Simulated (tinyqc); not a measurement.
Density dependence: plasmons of a degenerate electron gas in the random-phase approximation.

Zero temperature, parabolic band: kF = (3 pi^2 n)^(1/3), EF = c kF^2/m, Ep^2 = 8 pi c e2 n/(m eb), qTF^2 = 6 pi e2 n/(eb EF), c = hbar^2/2m0, e2 = e^2/(4 pi eps0), n in 1/angstrom^3 (1e-24 per 1/cm^3).

Lindhard function: eps(q, E)/eb = 1 + (qTF/q)^2 (f1 + i f2) with z = q/(2 kF), u = E/(hbar vF q), hbar vF = 2 c kF/m; f1 = 1/2 + [h(z - u) + h(z + u)]/(8 z), h(x) = (1 - x^2) ln|(x + 1)/(x - 1)|; f2 = pi u/2 for z + u < 1, (pi/(8 z))(1 - (z - u)^2) for |z - u| < 1 < z + u, else 0. Pairs exist for c (q^2 - 2 q kF)/m < E < c (q^2 + 2 q kF)/m.

Constants: hbar^2/2m0 = 3.80998211 eV angstrom^2; e^2/(4 pi eps0) = 14.39964547 eV angstrom; a0 (Bohr radius) = 0.5291772105 angstrom.

Inputs chosen for the exercise (out of a larger set: a free-electron density near that of Na; not measured data): n = 2.62e+22 1/cm^3 (electron density); m = 1 m0 (mass); eb = 1 (background dielectric constant).

n is multiplied by the factor listed.

Results:
```
factor     rs  EF (eV)  Ep (eV)  Ep/EF  qc/kF  alpha = 3 EF/(5 Ep)
0.10    8.504   0.6930    1.901  2.743  1.249                0.219
0.20    6.749    1.100    2.688  2.443  1.147                0.246
0.50    4.973    2.026    4.250  2.097  1.025                0.286
1.0     3.947    3.217    6.010  1.869  0.941                0.321
2.0     3.133    5.106    8.500  1.665  0.863                0.360
5.0     2.308    9.406    13.44  1.429  0.770                0.420
10      1.832    14.93    19.01  1.273  0.705                0.471
```

What can be read from this table?

Over two decades Ep grows by 10.0 (n^(1/2)) and EF by 21.5 (n^(2/3)), so Ep/EF falls from 2.743 to 1.273 as sqrt(rs), and qc/kF from 1.249 to 0.705: in a dense gas the plasmon enters the continuum earlier on the scale of kF. alpha is the coefficient in E = Ep + alpha hbar^2 q^2/(m m0). The random-phase values are only rough in the rows with rs above about 2 (up to 8.5 here).

Computed by tinyqc, a small Python program: `OMP_NUM_THREADS=1 python tinyqc.py 1650796 1650797 out.jsonl` (the numbers bound the seed that draws the inputs); one thread of a shared host (Intel(R) Xeon(R) Processor @ 2.30GHz), about 0.01 s for the whole set of steps.
